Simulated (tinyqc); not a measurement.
# Charge control and current of a heterostructure field-effect transistor, step by step

A worked calculation. Computed by tinyqc, a small Python program that keeps every step. Command: `OMP_NUM_THREADS=1 python tinyqc.py 3002709 3002710 out.jsonl hemt walk`. One thread of a shared host (Intel(R) Xeon(R) Processor @ 2.30GHz), about 0.01 s of CPU time with the checks. Intermediate numbers are printed to about 7 digits and carried at full precision; extremes and crossings named in words are read from the listed rows.

Two subbands in a triangular well; E_F is counted from the conduction band edge of the channel at the interface.

Inputs (values chosen for the exercise, modelled on AlGaAs/GaAs): channel mass m = 0.068 m_0; permittivity eps (barrier and channel) = 12.3; barrier thickness d = 24 nm; Schottky barrier phi_B = 0.89 eV; conduction band offset dE_c = 0.26 eV; delta-doping density N_d = 5.2e+12 1/cm^2; gate voltage V_G = 0 V; mobility mu = 6500 cm^2/(V s); saturation velocity v_s = 1.5 1e7 cm/s; gate length L = 170 nm; source resistance R_S = 0.12 ohm mm; temperature T = 300 K; mixing = 0.5; iteration cap = 200; spacer between delta layer and channel = 4.6 nm.

Charge source: delta doping. Velocity law: smooth.

Constants: e = 1.602176634e-19 C; eps_0 = 8.8541878128e-12 F/m; k_B = 8.617333262e-05 eV/K; hbar = 1.054571817e-34 J s; m_0 = 9.1093837015e-31 kg; k_B = 1.380649e-23 J/K.

## Threshold and barrier capacitance

Threshold V_T = phi_B - dE_c - e N_d (d - spacer)/(eps eps_0) (in volts); C_b = eps eps_0/d.

threshold voltage V_T = -0.8540947 V

barrier capacitance C_b = 0.4537771 microfarad/cm^2

The device is normally on.

## First iteration

Charge control: n_s = C_b (V_G - V_T - E_F/e)/e. Well: mean field F = e n_s/(2 eps eps_0), E_i = (hbar^2/2m)^(1/3) [(3 pi e F/2)(i + 3/4)]^(2/3), i = 0, 1; n_s = D k_B T sum_i ln(1 + exp((E_F - E_i)/k_B T)), D = m/(pi hbar^2), which is solved in closed form for E_F. Iteration from n_s = C_b (V_G - V_T)/(2e): E_F from n_s, n_out from the charge control, n_new = n_s + mixing (n_out - n_s), kept above n_s/10; stop when |n_out/n_s - 1| < 1e-9.

starting n_s = 1.209507e+12 1/cm^2

E_0 = 82.12893 meV

E_1 = 144.4821 meV

E_F = 111.1347 meV

n_out = 2.104252e+12 1/cm^2

Caution: a density of n_out would put E_F above the conduction band minimum of the barrier, where parallel conduction sets in.

## Sheet density

The formulas are those given above.

Course of the iteration:
```
iteration  n_s (1/cm^2)  E_F (meV)  |n_out/n_s - 1|
1          1.209507e+12   111.1347     7.397602e-01
2          1.656879e+12   148.6393     2.058991e-01
3          1.827454e+12   161.9682     7.268269e-02
4          1.893866e+12   167.0476     2.747067e-02
5          1.919879e+12   169.0219     1.063678e-02
6          1.930090e+12   169.7945     4.156445e-03
7          1.934101e+12   170.0977     1.629939e-03
...                 ...        ...              ...
17         1.936697e+12   170.2939     1.431898e-07
18         1.936698e+12   170.2939     5.627948e-08
19         1.936698e+12   170.2939     2.212015e-08
20         1.936698e+12   170.2939     8.694128e-09
21         1.936698e+12   170.2939     3.417149e-09
22         1.936698e+12   170.2939     1.343080e-09
23         1.936698e+12   170.2939     5.278857e-10
```

sheet density n_s = 1.936698e+12 1/cm^2

Converged in 23 iterations.

## Levels and gate capacitance

C_g = e dn_s/dV_G = 1/(1/C_b + 1/C_q), 1/C_q = d(E_F/e)/d(e n_s) by a central difference of +/- 0.1 % in n_s; added distance dd = eps eps_0/C_q.

E_0 = 112.4083 meV

E_1 = 197.7500 meV

E_F = 170.2939 meV

share in the second subband = 11.25954 %

gate capacitance C_g = 0.3738121 microfarad/cm^2

added distance dd = 5.134027 nm

C_g is 82 % of C_b: the finite density of states and the rise of E_0 act as 5.1 nm of extra barrier. Caution: E_F lies above the conduction band minimum of the barrier, so electrons would spill into the barrier.

## Saturation current

With V = e n_s/C_g and V_c = v_s L/mu: for v = mu F/(1 + mu F/v_s), V_Dsat = V_c (sqrt(1 + 2V/V_c) - 1) and I/W = C_g v_s (V - V_Dsat); g_m = dI/dV; extrinsic g_m/(1 + g_m R_S); f_T = g_m/(2 pi C_g L).

V = 0.8300780 V

V_c = 0.03923077 V

V_Dsat = 0.2189712 V

saturation current I/W = 342.6587 mA/mm

intrinsic g_m = 475.5235 mS/mm

extrinsic g_m = 449.8536 mS/mm

intrinsic f_T = 119.0940 GHz

V/V_c = 21.16: velocity saturation rules; I is 74 % of e n_s v_s = 465 mA/mm.

## Gate length

The formulas are those given above.

Scaling; the last columns are v_s/(2 pi L) and mu V/(2 pi L^2):
```
L (nm)  I/W (mA/mm)  g_m (mS/mm)  extrinsic g_m (mS/mm)     f_T (GHz)  velocity limit (GHz)  mobility limit (GHz)
30         409.0834     524.5841               493.5172  7.444931e+02              795.7747          9.541351e+04
60         387.8371     509.7227               480.3418  3.617008e+02              397.8874          2.385338e+04
120        359.7427     488.8961               461.8033  1.734611e+02              198.9437          5.963345e+03
250        321.2681     457.9612               434.1048  7.799297e+01               95.4930          1.373955e+03
500        276.3426     417.7783               397.8335  3.557482e+01               47.7465          3.434886e+02
1000       224.4365     364.8353               349.5327  1.553330e+01               23.8732          8.587216e+01
2000       169.3644     299.1968               288.8269  6.369330e+00               11.9366          2.146804e+01
5000       102.0515     201.6670               196.9019  1.717242e+00                4.7746          3.434886e+00
```

f_T scales as L^-1.04 at the short end and L^-1.43 at the long end; the two limits cross at L = mu V/v_s = 3600 nm. g_m tends to C_g v_s = 561 mS/mm, and R_S cuts it by 6 % at the shortest gate. Fringe capacitances and short-channel effects, left out, lower f_T once L is below about ten barrier thicknesses.

Checks made by the program: iterated density against a bracketing root search (relative difference 4e-10).
